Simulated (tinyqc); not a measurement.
What moves the results: phonon-assisted absorption at an indirect gap. A value that a table varies takes the place of the one given here.

alpha(E) = sum_j A_j [N_j (E - Eg + w_j)^2 + (N_j + 1)(E - Eg - w_j)^2], each bracket counted only where its base is positive; N_j = 1/(exp(w_j/kB T) - 1). The first term absorbs a phonon and the second emits one; excitons and direct transitions are left out.

Photodiode (Gaertner form with a dead layer): QE = (1 - R) exp(-alpha xj) [1 - exp(-alpha W)/(1 + alpha L)], R = ((nr - 1)/(nr + 1))^2; responsivity = QE/E in A/W for E in eV.

Constants: kB = 8.617333262e-05 eV/K.

Parameters, chosen for this exercise (loosely those of Si at room temperature; Eg is not tied to T; shifted at random, so the results belong to these values and not to a real crystal):
```
symbol  value         unit         meaning
Eg      1.129         eV           indirect gap, held fixed unless listed
w       (59.1, 19.4)  meV          two zone-edge phonons
A       (3000, 280)   1/(cm eV^2)  their strengths
T       300           K
nr      3.53                       refractive index
xj      0.28          micrometre   dead layer at the surface
W       1.6           micrometre   depleted width
L       2.7           micrometre   minority diffusion length below it
E       1.366         eV           photon energy
```

## The square root of alpha at three temperatures

The gap is held fixed, so only the phonon occupations change.

sqrt(alpha) (1/cm^(1/2)):
```
E - Eg (eV),77 K,300 K,450 K
-0.04,0.012,0.352,0.552
-0.02,0.025,0.720,1.130
0.00,0.086,1.131,1.755
0.02,0.165,1.585,2.428
0.04,0.431,2.108,3.167
0.07,1.117,3.068,4.433
0.10,2.679,4.604,6.191
0.15,5.506,7.660,9.630
0.20,8.367,10.883,13.274
0.30,14.110,17.461,20.744
0.45,22.736,27.419,32.086
0.60,31.367,37.409,43.478
```

Below the gap only phonon absorption acts: at E - Eg = -0.02 eV sqrt(alpha) is 0.025, 0.720 and 1.130 at 77, 300 and 450 K. A straight line through the last two rows meets the axis at E - Eg = +0.0548, +0.0383 and +0.0275 eV: the intercept is roughly a weighted mean of the thresholds, not the gap, and it moves from the emission side towards Eg as the occupations grow. At the last row alpha grows by a factor 1.92 from the lowest to the highest temperature at fixed gap.

## Spectral response

Response:
```
E (eV),wavelength (nm),alpha (1/cm),1/alpha (micrometre),dead layer,collected,QE,A/W
1.15,1078,2.59,3.86e+03,1.000,0.001,0.001,0.001
1.19,1042,7.45,1.34e+03,1.000,0.003,0.002,0.002
1.25,992,34.2,292,0.999,0.015,0.010,0.008
1.33,932,120,83.4,0.997,0.050,0.034,0.026
1.43,867,307,32.6,0.991,0.121,0.082,0.058
1.58,785,755,13.2,0.979,0.264,0.178,0.113
1.78,697,1.67e+03,6.00,0.954,0.472,0.310,0.174
2.03,611,3.30e+03,3.03,0.912,0.689,0.432,0.213
2.33,532,6.01e+03,1.66,0.845,0.854,0.497,0.213
2.73,454,1.09e+04,0.921,0.738,0.955,0.485,0.178
```

QE is highest, 0.497, at 2.33 eV of those listed and the responsivity at 2.33 eV; reflection alone caps QE at 0.688. Near the gap weak absorption limits it (collected share 0.001); at the top the dead layer passes 0.738. Far above the gap the quadratic law and a constant index are only rough.

## What moves the response

At the energy E. Each row changes one parameter from the base and keeps the others.

Results:
```
case,alpha (1/cm),QE
base,177.0,0.0495
Eg = 1.109 eV,213.8,0.0591
T = 350 K,202.0,0.0560
W = 3.2 micrometre,177.0,0.0672
L = 1.35 micrometre,177.0,0.0347
xj = 0.56 micrometre,177.0,0.0492
nr = 3.71,177.0,0.0481
```

The largest shifts from the base row, up to three for each result and ties (the steps differ in size, so this ranks the rows, not the parameters). alpha (1/cm): Eg +36.8, T +25.0; unchanged at the printed digits by W, L, xj and nr. QE: W +0.0177, L -0.0148, Eg +0.0096.

(tinyqc, `OMP_NUM_THREADS=1 python tinyqc.py 1650899 1650900 out.jsonl`, Intel(R) Xeon(R) Processor @ 2.30GHz, 1 thread, shared host, about 0.01 s.)
